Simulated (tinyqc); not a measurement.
Inputs raised by 2 %, one at a time: epitaxial growth on a vicinal surface: Burton-Cabrera-Frank step flow, step-edge barrier and island nucleation. Computed by tinyqc, a small Python program. Command: `OMP_NUM_THREADS=1 python tinyqc.py 3028247 3028248 out.jsonl stepflow sens`. One thread of a shared host (Intel(R) Xeon(R) Processor @ 2.30GHz), about 0.02 s of CPU time with the checks.

Adatoms land at rate F, hop on a square grid (a simplification for hexagonal faces), desorb, or join steps. Lengths are in units of a and n is the adatom coverage. Steps ascend at x = 0 and descend at x = l.

Inputs (values chosen for the exercise, close to those used for 4H-SiC(0001)):
```
quantity,value,unit
site spacing a,3.08,angstrom
step height h,2.52,angstrom
diffusion barrier E_d,1.87,eV
desorption energy E_a,3.93,eV
adatom formation energy E_f,1.58,eV
step-edge barrier E_s,0,eV
attempt frequency nu,1,THz
deposition rate F,0.19,layers/s
miscut angle,8,degrees
temperature T,1330,C
critical nucleus size i,1,-
```

Constants: k_B = 8.617333262e-05 eV/K.

Method:
- D = nu exp(-E_d/(k_B T)) (a^2/s, nu counted per direction); tau = exp(E_a/(k_B T))/nu; x_s = sqrt(D tau); n_eq = exp(-E_f/(k_B T)); terrace width l = h/(a tan(miscut)); Schwoebel length l_s = exp(E_s/(k_B T)) - 1.
- Temperatures in kelvin are T(C) + 273.15.
- D n'' - n/tau + F = 0 with n(0) = n_eq and -l_s n'(l) = n(l) - n_eq. With u = n - F tau, A = n_eq - F tau, y = l/x_s, s = l_s/x_s: u = A cosh(x/x_s) + B sinh(x/x_s), B = A (1 - cosh y - s sinh y)/(sinh y + s cosh y). Flux into the ascending step J+ = D B/x_s, over the descending one J- = -(D/x_s)(A sinh y + B cosh y); step velocity J+ + J-; growth rate (J+ + J-)/l. For small y: J+ + J- = (F - n_eq/tau) l, J-/J+ = l/(l + 2 l_s).
- The coverage peaks where n' = 0, tanh(x/x_s) = -B/A.
- Island density on a flat surface without desorption: N = 0.25 (F/D)^(i/(i+2)) exp(E_i/((i+2) k_B T)) per site, with E_i = 0 for i = 1; spacing l_n = N^(-1/2). Step flow needs an effective width l_eff = 2 x(peak) below l_n.

Runs:
```
input moved,from,to,ratio l_eff/l_n,peak coverage,island density N on a flat surface (per site),J- (atoms per step site and s)
base run,-,-,0.21066,1.1398e-05,0.0013094,0.55304
diffusion barrier E_d (eV),1.87,1.9074,0.22039,1.1587e-05,0.0014331,0.55304
desorption energy E_a (eV),3.93,4.0086,0.21066,1.1398e-05,0.0013094,0.55305
deposition rate F (layers/s),0.19,0.1938,0.21136,1.1410e-05,0.0013181,0.56411
miscut angle (degrees),8,8.16,0.20648,1.1374e-05,0.0013094,0.54206
attempt frequency nu (THz),1,1.02,0.20997,1.1386e-05,0.0013008,0.55304
adatom formation energy E_f (eV),1.58,1.6116,0.21066,9.1921e-06,0.0013094,0.55305
```

Exponents ln(y'/y) / ln(x'/x):
```
input,ratio l_eff/l_n,peak coverage,island density N on a flat surface,J-
diffusion barrier E_d,2.279,0.832,4.557,0.000
desorption energy E_a,0.000,0.000,0.000,0.001
deposition rate F,0.167,0.054,0.333,1.000
miscut angle,-1.013,-0.106,0.000,-1.013
attempt frequency nu,-0.167,-0.053,-0.333,0.000
adatom formation energy E_f,0.000,-10.863,0.000,0.000
```

Among the inputs moved here: ratio l_eff/l_n answers most in size to diffusion barrier E_d (exponent +2.279), next to miscut angle (-1.013); its exponent is below 0.0005 for desorption energy E_a, adatom formation energy E_f. Its exponent -1.013 in miscut angle: terraces narrow as the miscut grows. Peak coverage answers most in size to adatom formation energy E_f (exponent -10.863), next to diffusion barrier E_d (+0.832); its exponent is below 0.0005 for desorption energy E_a. Island density N on a flat surface answers most in size to diffusion barrier E_d (exponent +4.557), next to deposition rate F (+0.333); its exponent is below 0.0005 for desorption energy E_a, miscut angle, adatom formation energy E_f. Its exponent +0.333 in deposition rate F: i/(i+2) with i = 1. J- answers most in size to miscut angle (exponent -1.013), and about equally to deposition rate F (+1.000); its exponent is below 0.0005 for diffusion barrier E_d, attempt frequency nu, adatom formation energy E_f.

Caution (all rows): terraces under ten sites wide are at the edge of a continuum description. Caution (all rows): the prefactor 0.25 and the criterion are estimates, good to a factor of about two in length.

Extremes, crossings and ranges named in words are read from the listed rows.
